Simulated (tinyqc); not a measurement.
Changing the hydrogen pressure p: hydrogen passivation of interface dangling bonds: competing passivation and dissociation with distributed barriers. Computed by tinyqc, a small Python program. Command: `OMP_NUM_THREADS=1 python tinyqc.py 3009257 3009258 out.jsonl passiv sweep`. One thread of a shared host (Intel(R) Xeon(R) Processor @ 2.30GHz), about 0.09 s of CPU time with the checks.

P_b + H2 gives P_bH + H at the rate k_f [H2]; P_bH gives P_b + H at the rate k_d. All defects start unpassivated. E_f and E_d are Gaussian and independent.

Inputs (values chosen for the exercise, close to those used for P_b centres at the silicon-oxide interface):

| quantity | value | unit |
|---|---|---|
| defect density N0 | 2.9e+12 | 1/cm^2 |
| passivation prefactor k_f0 | 7.6e-07 | cm^3/s |
| mean passivation barrier E_f | 1.6 | eV |
| spread sigma_f | 0.095 | eV |
| dissociation prefactor k_d0 | 1.8e+13 | 1/s |
| mean dissociation barrier E_d | 2.66 | eV |
| spread sigma_d | 0.095 | eV |
| H2 in the oxide per atm, solubility factor | 9.5e+17 | 1/(cm^3 atm) |
| anneal temperature T | 550 | C |
| anneal time t | 800 | s |
| oxide thickness | 4.3 | nm |

Constants: k_B = 8.617333262e-05 eV/K; e = 1.602176634e-19 C; eps_0 = 8.8541878128e-12 F/m.

Method:
- [H2] = solubility factor x p; a = k_f0 [H2] exp(-E_f/(k_B T)), d = k_d0 exp(-E_d/(k_B T)). For one pair of barriers the active share is y = [d + a exp(-(a + d) t)]/(a + d).
- Temperatures in kelvin are T(C) + 273.15.
- Average y over both Gaussians with 40 x 40 Gauss-Hermite points.
- Active density N0 y; threshold shift if each active defect holds one charge, e N0 y t_ox/(3.9 eps_0).
- Minimise the averaged y over T between 150 and 900 C: find where ln y is equal at T - 0.05 and T + 0.05 C; T is rounded to 0.1 C.

One run for each value:

| hydrogen pressure p (atm) | active share y | best temperature (C) | least active share |
|---|---|---|---|
| 0.003 | 1.325e-02 | 509.0 | 8.968e-03 |
| 0.009 | 4.892e-03 | 496.4 | 2.683e-03 |
| 0.03 | 1.555e-03 | 482.0 | 6.663e-04 |
| 0.09 | 5.306e-04 | 468.6 | 1.801e-04 |
| 0.3 | 1.608e-04 | 453.7 | 4.206e-05 |
| 0.9 | 5.380e-05 | 440.1 | 1.105e-05 |
| 3 | 1.616e-05 | 425.5 | 2.539e-06 |
| 9 | 5.389e-06 | 412.5 | 6.634e-07 |
| 30 | 1.617e-06 | 398.6 | 1.520e-07 |

Over the rows, active share y falls from 0.0133 to 1.62e-6 (exponent d ln y / d ln x -0.91 between the first rows and -1.00 between the last); best temperature (C) falls from 509 to 399 (exponent d ln y / d ln x -0.023 between the first rows and -0.028 between the last); least active share falls from 0.00897 to 1.52e-7 (exponent d ln y / d ln x -1.1 between the first rows and -1.2 between the last). At the high end the exponent of active share y is -1.00, close to -1: steady balance d/a. High pressure speeds passivation and shifts the balance, the reason for high-pressure anneals.

Caution (all rows): atomic hydrogen, which both passivates and depassivates, and further passivation during cooling are left out. Caution (rows 0.0300, 0.0900, 0.300, 0.900, 3.00, 9.00, 30.0): a least active share below 1e-3 is a property of the model; measured passivation levels off well above it. Caution (rows 0.0900, 0.300, 0.900, 3.00, 9.00, 30.0): densities below a few 1e9 per cm^2 are formal: other defects set the floor in real interfaces.

Extremes, crossings and ranges named in words are read from the listed rows.
